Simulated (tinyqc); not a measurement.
Weaire-Thorpe hybrids on a Bethe lattice: gap and dangling bond of an amorphous tetrahedral solid: sweeps and comparisons. A value that a table varies takes the place of the one given here.

Four sp3 hybrids an atom at energy 0, coupled by -V1 on the atom and by -V2 along a bond; the bonds form a tree (no rings). For any network the gap runs at least from -V2 + V1 to V2 - 3 V1, and p-like states pile up at -V2 + V1 and V2 + V1. On the tree the gap is wider: it ends at Ec = -V1 + sqrt(V2^2 + 4 V1^2 - 2 sqrt3 V1 V2), which makes it well wider than the gaps of the real glasses. A branch seen from a hybrid has the self-energy S = V2^2 g, where g is the Green function of the hybrid across the bond, whose three partners carry S themselves. With a = z - V1, b = a - S: g = 1/(a + V1 b/(b + 3 V1)), z = E + i eta. A full atom has G = (1/b)(b + 3 V1)/(b + 4 V1) per hybrid; a dangling hybrid with shift dh has G = 1/(1/g - dh).

Parameters, chosen for this exercise (of the size of tabulated hybrid energies for amorphous silicon; shifted at random, so the results belong to these values and not to a real crystal): V1 = 1.75 eV (coupling of two hybrids on one atom); V2 = 4.36 eV (coupling of the two hybrids of a bond); eta = 0.03 eV (broadening); dh = -0.27 eV (shift of the dangling hybrid (rehybridisation)); VH = 5.16 eV (coupling to a hydrogen atom); eH = -3.41 eV (hydrogen level); E1s = -3.8 eV (first energy); dE = 0.45 eV (step).

## Bulk, dangling and hydrogenated hybrids across the gap

edges (eV): Ev -2.61000, Ec(bound) -0.89000, Ec(tree) 0.44739

Thirteen energies E1s + j dE. With hydrogen the hybrid gains the self-energy VH^2/(z - eH) and dh = 0.

Density per hybrid (1/eV):
```
E (eV)    bulk  dangling  with hydrogen
-3.80   0.0029    0.0014         0.0005
-3.35   0.0048    0.0009         0.0003
-2.90   0.0284    0.0010         0.0003
-2.45   0.0904    0.0013         0.0003
-2.00   0.0067    0.0018         0.0003
-1.55   0.0024    0.0030         0.0003
-1.10   0.0013    0.0062         0.0004
-0.65   0.0010    0.0214         0.0004
-0.20   0.0009    1.3772         0.0006
0.25    0.0013    0.0367         0.0010
0.70    0.0204    0.0764         0.0120
1.15    0.0298    0.0818         0.0234
1.60    0.0346    0.0776         0.0351
```

Between Ev = -2.61 and Ec = 0.45 eV the bulk density is a broadening tail (least 0.0009). The dangling hybrid reaches 1.377 at -0.20 eV among these rows; its level lies at -0.145 eV, and the peak there, of width eta, is far higher unless a row falls on it. With hydrogen the largest value on the rows inside the gap, more than 0.05 eV from an edge, is 0.0010, and 1/g = VH^2/(E - eH) has no root in the gap: the state has gone into a bonding level below and an antibonding one above.

## Level against rehybridisation

Root of 1/g(E) = dh for eta = 0 in the gap of the tree, between Ev = -V2 + V1 and Ec; a dash: none. A flatter atom makes the hybrid more p-like (dh > 0, up to V1), a more pyramidal one more s-like (dh < 0).

Level:
```
dh (eV)   E (eV)  above Ev (eV)  weight
-3.0     -1.8497         0.7603   0.608
-2.5     -1.5394         1.0706   0.631
-2.0     -1.2204         1.3896   0.643
-1.5     -0.8985         1.7115   0.642
-1.0     -0.5810         2.0290   0.625
-0.5     -0.2772         2.3328   0.586
0.0       0.0000         2.6100   0.517
0.5       0.2320         2.8420   0.403
1.0       0.3923         3.0023   0.227
```

A level exists for 9 of the 9 rows, from dh = -3 (0.760 eV above Ev) to 1 (3.002 eV); the gap of the tree is 3.057 eV. Its slope dE/d(dh) is the weight, largest at dh = -2 (0.64). A level that rises as the atom flattens is why an emptied dangling bond relaxes flat and a doubly filled one pyramidal.

## Stretching the bonds

V2 is scaled as (d0/d)^2 and V1 stays. Bound 2 V2 - 4 V1; tree V2 - 2 V1 + sqrt(V2^2 + 4 V1^2 - 2 sqrt3 V1 V2); a negative bound means that a network with rings may have no gap.

Against d/d0:
```
d/d0  V2 (eV)  V2/V1  bound (eV)  tree (eV)
0.96    4.731  2.703       2.462      3.671
0.98    4.540  2.594       2.080      3.350
1.00    4.360  2.491       1.720      3.057
1.02    4.191  2.395       1.381      2.790
1.04    4.031  2.303       1.062      2.547
1.07    3.808  2.176       0.616      2.223
1.10    3.603  2.059       0.207      1.944
1.15    3.297  1.884      -0.406      1.567
```

The bound falls by 175 meV for each per cent of stretch near d0 and vanishes at d/d0 = 1.116, inside the table. Weak, stretched bonds therefore put states closest to the edges, one origin of band tails.

## What each parameter does

Ev = -V2 + V1, conduction edge of the tree -V1 + sqrt(V2^2 + 4 V1^2 - 2 sqrt3 V1 V2), and the level that solves 1/g(E) = dh for eta = 0. Each row changes one parameter from the base and keeps the others.

Results:
```
case           Ev (eV)  Ec (eV)  level (eV)  weight
base           -2.6100   0.4474     -0.1454   0.559
V1 = 1.67 eV   -2.6900   0.5531     -0.1563   0.596
V2 = 4.51 eV   -2.7600   0.5412     -0.1532   0.585
dh = -0.37 eV  -2.6100   0.4474     -0.2020   0.571
```

The largest shifts from the base row, up to three for each result and ties (the steps differ in size, so this ranks the rows, not the parameters). Ev (eV): V2 -0.1500, V1 -0.0800; unchanged at the printed digits by dh. Ec (eV): V1 +0.1058, V2 +0.0938; unchanged at the printed digits by dh. level (eV): dh -0.0565, V1 -0.0109, V2 -0.0078. weight: V1 +0.037, V2 +0.026, dh +0.013.

tinyqc: `OMP_NUM_THREADS=1 python tinyqc.py 1481613 1481614 out.jsonl`; about 0.03 s, one thread, shared Intel(R) Xeon(R) Processor @ 2.30GHz.
